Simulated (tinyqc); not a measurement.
Depletion-mode phase shifter in a rib waveguide and its Mach-Zehnder modulator: two steps of the calculation.

A lateral p-n junction at x0 in a waveguide whose mode intensity is a Gaussian of rms width s about x = 0; p side at smaller x. Reverse bias removes carriers and raises the index. Abrupt junction, doping uniform over the whole mode, lumped electrode (no travelling-wave effects).

Inputs (values chosen for the exercise); values close to those of silicon near 1550 nm: wavelength lam = 1550 nm; relative permittivity of the semiconductor eps_r = 11.7; acceptor density Na = 5.3e17 cm^-3; donor density Nd = 3e17 cm^-3; built-in voltage Vb = 0.94 V; rms width of the lateral mode intensity s = 130 nm; junction offset towards the n side x0 = -40 nm; vertical confinement times ng/n G = 0.76; rib height hr = 220 nm; fringe capacitance Cf = 40 pF/m; series resistance Rs = 11.4 ohm mm; reverse bias V = 3 V; passive loss a0 = 1.6 dB/cm.

Constants: q = 1.602176634e-19 C, eps0 = 8.8541878128e-14 F/cm where lengths are in cm. Results are converted to the units shown.

Problem 1. Depletion edges and mode overlap. W = sqrt(2 eps0 eps_r (Vb + V)(1/Na + 1/Nd)/q); edges xp = x0 - W Nd/(Na + Nd), xn = x0 + W Na/(Na + Nd); F(x) = [1 + erf(x/(sqrt(2) s))]/2.

Give: W at 0 and at V; edge; F.

Solution 1.

W at 0 and at V (nm): [79.66, 163.1]

```
edge,edge (nm),F
xp(0),-68.79,0.2983
xn(0),10.87,0.5333
xp(V),-98.95,0.2233
xn(V),64.14,0.6891
```

Problem 2. Index shift, efficiency, loss and bandwidth. dneff = G {dn_h [F(xp(0)) - F(xp(V))] + dn_e [F(xn(V)) - F(xn(0))]}; VpiL = lam V/(2 dneff); loss = a0 + 4.343 G {a_h F(xp) + a_e [1 - F(xn)]} dB/cm at V; C = eps0 eps_r hr/W + Cf; fRC = 1/(2 pi Rs C).

F, edge xp(0) to xn(V): [0.2983435280, 0.5333072585, 0.2232903716, 0.6891269005]
W at 0 and at V (nm): [79.65838690, 163.0856285]
dn_h = 0.001284812110
dn_e = 0.000264
a_h = 3.18 1/cm
a_e = 2.55 1/cm

Find: dneff; VpiL; loss; C; fRC.

Solution 2.

dneff = 1.045e-4
VpiL = 2.224 V cm
loss = 6.560 dB/cm
C = 179.7 pF/m
fRC = 77.67 GHz

The product VpiL x loss is 14.6 V dB.

Program tinyqc, `OMP_NUM_THREADS=1 python tinyqc.py 2650012 2650013 out.jsonl`; Intel Xeon 2.30GHz, shared host, one thread, about 0.01 s.
